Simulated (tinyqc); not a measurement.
Single-oscillator infrared dielectric function of a polar cubic crystal: one step, computed by the program tinyqc.

One ion pair, charges +Z* and -Z*, in a cell of volume Omega = a^3/4. Frequencies omega are given as wavenumbers (1/cm); eps_s is the static dielectric constant.

Question. Optical constants at the probe frequency. eps(omega) = eps_inf + W^2/(omega_TO^2 - omega^2 - i gamma omega); n + i k = sqrt(eps) with k >= 0; R = |(n + i k - 1)/(n + i k + 1)|^2 at normal incidence from vacuum. omega is the probe ratio times omega_TO. Intensity decays over 1/(4 pi omega k); the loss function is Im(-1/eps).

Inputs (values chosen for the exercise, modelled on sodium chloride):
```
quantity                    value  unit
omega_TO                      165  1/cm
eps_inf                      2.31     -
phonon damping gamma          5.2  1/cm
probe frequency / omega_TO   1.15     -
```

Structure: rock salt. Free carriers: absent.

W = 302.9169 1/cm

Give: omega; Re eps; Im eps; n; k; reflectivity R; penetration depth of the intensity; loss function.

Answer.

omega = 189.75 1/cm

Re eps = -8.010

Im eps = 1.160

n = 0.2044

k = 2.838

reflectivity R = 0.9140

penetration depth of the intensity = 1.478 micrometre

loss function = 0.01770

Re eps is negative: the wave is evanescent and the crystal reflects like a metal.
